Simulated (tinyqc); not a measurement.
# On-chip interconnect, size-dependent resistivity and RC delay: what changes with what

A rectangular line between two neighbours and two ground planes. Surface and grain-boundary scattering are added to the bulk resistivity as corrections; capacitances are parallel-plate values without fringing; inductance is ignored.

Values chosen for this exercise; metal values close to those of copper:

| symbol | value | unit | meaning |
|---|---|---|---|
| rho0 | 1.71 | uohm cm | bulk resistivity |
| lam | 40.2 | nm | bulk mean free path |
| ps | 0 |  | specular share of surface scattering |
| Rg | 0.31 |  | reflection coefficient of grain boundaries |
| gr | 1 |  | grain size over the metal width |
| wd | 92 | nm | drawn line width |
| AR | 2.4 |  | aspect ratio, height over width |
| tl | 2.7 | nm | liner on both walls and the bottom, not conducting |
| sp | 180 | nm | space to the neighbouring lines |
| hd | 110 | nm | dielectric height to the planes above and below |
| ek | 3.9 |  | relative permittivity of the dielectric |
| Mf | 0 |  | Miller factor of the neighbours |
| Lw | 270 | um | line length |
| Rd | 8400 | ohm | driver resistance |
| Cl | 0.52 | fF | load capacitance |
| rho2 | 5.18 | uohm cm | bulk resistivity of the second metal (close to molybdenum) |
| lam2 | 11.2 | nm | mean free path of the second metal |
| tl2 | 0.4 | nm | liner of the second metal |

Constants: eps0 = 8.8541878128e-12 F/m. Results are converted to the units shown.

Each table varies one quantity; the others keep the values above.

## Delay against the aspect ratio

Metal width x = wd - 2 tl, height y = AR wd - tl; grain boundaries (Mayadas-Shatzkes): al = (lam/(gr x)) Rg/(1 - Rg), g = 1/[1 - 3 al/2 + 3 al^2 - 3 al^3 ln(1 + 1/al)] - 1; surfaces (Fuchs-Sondheimer, thick limit): s = (3/8) lam (1 - ps)(1/x + 1/y); rho = rho0 (1 + g + s); r = rho/(x y); c = eps0 ek (2 wd/hd + 2 Mf AR wd/sp). Elmore delay tE = Rd (c Lw + Cl) + r Lw (c Lw/2 + Cl); t50 is the time at which the far end of a ladder of 30 pi sections (half capacitances at both ends, Cl at the far end, a step applied through Rd) reaches half the step; line share r Lw/(Rd + r Lw); estimate 0.69 Rd (c Lw + Cl) + 0.38 r c Lw^2 + 0.69 r Lw Cl.

The same in every row: c (fF/um) = 0.05776.

Results:
```
AR   rho (uohm cm)  r (ohm/um)  tE (ps)  t50 (ps)  estimate (ps)  line share of the resistance (%)
0.8          2.882       4.695    145.9     102.2          101.4                             13.11
1.2          2.758       2.957    142.0     99.11          98.42                             8.681
1.6          2.697       2.155    140.2     97.68          97.06                             6.479
2            2.661       1.695    139.2     96.86          96.28                             5.166
2.4          2.637       1.396    138.5     96.33          95.78                             4.295
3.2          2.607       1.032    137.7     95.68          95.16                             3.211
3.6          2.597      0.9130    137.4     95.46          94.96                             2.851
4            2.589      0.8185    137.2     95.29          94.80                             2.564
```

Estimate the missing row, AR = 2.8.

Computed row:
```
AR   rho (uohm cm)  r (ohm/um)  tE (ps)  t50 (ps)  estimate (ps)  line share of the resistance (%)
2.8          2.620       1.187    138.0     95.95          95.42                             3.675
```

With this row back in the table: As AR goes from 0.8 to 4, r falls from 4.69 to 0.819 ohm/um, c stays at 0.0578 fF/um and t50 falls from 102 to 95.3 ps. t50/tE lies between 0.695 and 0.700, and the estimate is within 0.82 % of t50.

## Two metals against line width

Metal width x = wd - 2 tl, height y = AR wd - tl; grain boundaries (Mayadas-Shatzkes): al = (lam/(gr x)) Rg/(1 - Rg), g = 1/[1 - 3 al/2 + 3 al^2 - 3 al^3 ln(1 + 1/al)] - 1; surfaces (Fuchs-Sondheimer, thick limit): s = (3/8) lam (1 - ps)(1/x + 1/y); rho = rho0 (1 + g + s); r = rho/(x y). The second metal has rho2, lam2 and tl2 in place of rho0, lam and tl; ps, Rg, gr and AR are shared.

Two metals against line width:
```
wd (nm)  rho, first (uohm cm)  rho, second (uohm cm)  r, first (ohm/um)  r, second (ohm/um)  ratio second/first
8                       29.13                  14.39               6790                1063              0.1565
10                      17.58                  12.43               1794               572.4              0.3191
13                      11.52                  10.68              531.8               284.2              0.5344
17                      8.245                  9.345              186.5               142.8              0.7654
22                      6.336                  8.378              76.19               75.42              0.9899
30                      4.872                  7.515              28.58               35.94               1.258
45                      3.701                  6.732              8.876               14.15               1.595
70                      2.945                  6.176              2.758               5.325               1.931
120                     2.414                  5.761             0.7384               1.681               2.276
```

The resistivity of the first metal falls from 29.1 to 2.41 uohm cm and that of the second goes from 14.4 to 5.76 uohm cm as the line widens. The products rho0 lam, which set the size effect, are 68.7 and 58.0 uohm cm nm. The two resistances cross at wd = 22.3 nm: below it the second metal gives the lower line resistance. For widths well under the mean free path the thick-limit surface term is only a guide.

Program tinyqc, `OMP_NUM_THREADS=1 python tinyqc.py 2100118 2100119 out.jsonl`; Intel Xeon 2.30GHz, shared host, one thread, about 0.01 s.
